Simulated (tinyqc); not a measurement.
# Ballistic Schottky-barrier transistor with a one-dimensional channel, WKB contacts: ambipolar transfer curve

Source Fermi level 0, drain Fermi level -Vd. Far from the contacts Ec = pn - psi, and the gate moves psi one to one; the band edges relax as exp(-x/lam) from pn at the source and pn - Vd at the drain; Ev = Ec - Eg. A carrier of energy w inside the channel band meets at a contact a barrier of height D (the contact edge beyond the channel edge): T = 1 for w >= D, else exp(-S), S = 4 lam sqrt(m/C) [sqrt(D - w) - sqrt(w) arctan sqrt((D - w)/w)], C = hbar^2/(2 m0). The two contacts combine as Ts Td/(Ts + Td - Ts Td).

I = g (2 q^2/h) int T(w) [f(Es + w) - f(Ed + w)] dw, f(y) = 1/(1 + exp(y/Vt)). Electrons: Ds = psi, Dd = psi - Vd, Es = Ec, Ed = Ec + Vd. Holes: Ds = -psi, Dd = Vd - psi, Es = -Ev, Ed = -Ev - Vd. The size of each current is taken; both flow from drain to source and add. The integrals are converged. Swing = d(psi)/d(log10 I).

Inputs (values chosen for the exercise); channel values close to those of a carbon nanotube:

| symbol | value | unit | meaning |
|---|---|---|---|
| T | 300 | K | temperature |
| Eg | 0.559 | eV | band gap |
| pn | 0.35 | eV | barrier for electrons at both contacts |
| mn | 0.061 | m0 | electron mass |
| mp | 0.061 | m0 | hole mass |
| g | 2 |  | valleys or subbands |
| lam | 1.9 | nm | screening length at the contacts |
| Vd | 0.05 | V | drain bias |

Constants: q = 1.602176634e-19 C, kB = 1.380649e-23 J/K, hbar = 1.054571817e-34 J s, h = 6.62607015e-34 J s, m0 = 9.1093837015e-31 kg, Vt = kB T/q, hbar^2/(2 m0) = 0.0380998212 eV nm^2. Results are converted to the units shown.

Result of one run:

| ps (V) | electrons (uA) | holes (uA) | I (uA) | swing (mV/decade) |
|---|---|---|---|---|
| 0.2 | 9.724e-4 | 3.191e-6 | 9.756e-4 | 83.48 |

What becomes of these results when the band shift psi of the channel by the gate ps is changed from 0.2 to -0.17 V, all else the same?

Result of the changed run:

| ps (V) | electrons (uA) | holes (uA) | I (uA) | swing (mV/decade) |
|---|---|---|---|---|
| -0.17 | 6.299e-9 | 0.2965 | 0.2965 | -115.0 |

The whole series:

| ps (V) | electrons (uA) | holes (uA) | I (uA) | swing (mV/decade) |
|---|---|---|---|---|
| -0.17 | 6.299e-9 | 0.2965 | 0.2965 | -115.0 |
| -0.11 | 6.416e-8 | 0.07329 | 0.07329 | -91.32 |
| -0.05 | 6.534e-7 | 0.01607 | 0.01607 | -91.68 |
| 0.01 | 6.244e-6 | 0.003395 | 0.003402 | -84.66 |
| 0.08 | 4.168e-5 | 3.310e-4 | 3.727e-4 | -73.05 |
| 0.14 | 1.927e-4 | 3.250e-5 | 2.252e-4 | 137.3 |
| 0.2 | 9.724e-4 | 3.191e-6 | 9.756e-4 | 83.48 |
| 0.26 | 0.005357 | 3.133e-7 | 0.005358 | 79.65 |
| 0.32 | 0.02984 | 3.077e-8 | 0.02984 | 83.57 |
| 0.38 | 0.1265 | 3.021e-9 | 0.1265 | 117.6 |
| 0.44 | 0.3128 | 2.966e-10 | 0.3128 | 203.1 |
| 0.5 | 0.5375 | 2.912e-11 | 0.5375 | 319.4 |

I goes from 0.296 through a minimum of 2.25e-4 (at ps = 0.14 V among the rows listed) to 0.538 uA; the exact minimum lies at psi = 0.119 V. Holes carry the left branch and electrons the right. The ratio of the last row to the smallest is 2390 and of the first row 1320, with barriers of 0.35 eV for electrons and 0.209 eV for holes. The steepest swing among the rows is 73.1 mV/decade, against the thermionic limit 59.5.

Range of the model: No scattering, image-force lowering, channel charge or band-to-band tunnelling; parabolic kappa overstates S deep in the gap.

Computed by the program tinyqc: `OMP_NUM_THREADS=1 python tinyqc.py 2390024 2390025 out.jsonl`, one thread of a shared Intel Xeon 2.30GHz, about 0.02 s for the whole run.
